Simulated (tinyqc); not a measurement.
## Trench capacitor in an array: capacitance, non-linearity, leakage and relaxation: cell against the film thickness

A film between two metal electrodes, each interface adding a series capacitance ci. The small-signal permittivity is ek (1 + aq E^2); the field is found with the linear permittivity. Leakage J = J0 sinh(E/Ef). After a voltage step the film passes a relaxation current kr C V tt^(-nr), tt being the time in seconds. The sidewall is a coaxial capacitor with radii a = dm/2 - t and b = dm/2, depth AR dm; the end face is left out.

Per length 1/c = ln(b/a)/(2 pi eps0 ek) + (1/a + 1/b)/(2 pi ci); cell capacitance c AR dm; per footprint over pt^2; fields c V/(2 pi eps0 ek r) at r = a and b; resistance of the inner electrode rho AR dm/(pi a^2); time constant R C/3 of the distributed line.

Values chosen for this exercise; permittivity of the order of that of tantalum oxide: relative permittivity of the film ek = 27.4; capacitance of each electrode interface (dead layer and screening) ci = 190 uF/cm^2; bias V = 1.1 V; diameter of the hole dm = 200 nm; aspect ratio, depth over diameter AR = 70; pitch of the square array pt = 330 nm; resistivity of the inner electrode rho = 1100 uohm cm.

Constants: eps0 = 8.8541878128e-14 F/cm where lengths are in cm. Results are converted to the units shown.

Cell against the film thickness:

| t (nm) | cell capacitance (fF) | per footprint (uF/cm^2) | field at a (MV/cm) | field at b (MV/cm) | R (kohm) | R C/3 (ps) |
|---|---|---|---|---|---|---|
| 5.7 | 348.0 | 319.6 | 1.902 | 1.794 | 5.512 | 639.5 |
| 7.6 | 261.2 | 239.9 | 1.457 | 1.346 | 5.742 | 499.9 |
| 10 | 197.5 | 181.4 | 1.131 | 1.018 | 6.052 | 398.4 |
| 14 | 139.0 | 127.6 | 0.8328 | 0.7162 | 6.628 | 307.0 |
| 19 | 99.92 | 91.76 | 0.6359 | 0.5150 | 7.471 | 248.9 |
| 25 | 73.42 | 67.42 | 0.5046 | 0.3784 | 8.715 | 213.3 |
| 34 | 50.97 | 46.80 | 0.3980 | 0.2627 | 11.25 | 191.2 |

Read the table: what changes, and by how much?

As t goes from 5.7 to 34, the cell capacitance falls from 348 to 51.0 fF, the capacitance per footprint falls from 320 to 46.8 uF/cm^2, the ratio of the two fields rises from 1.06 to 1.52 and R C/3 falls from 639 to 191 ps; the time constant goes as t^(-0.86) between the first two rows and t^(-0.36) between the last two.

Numbers from tinyqc (`OMP_NUM_THREADS=1 python tinyqc.py 2102144 2102145 out.jsonl`; about 0.01 s on one thread of a shared Intel Xeon 2.30GHz).
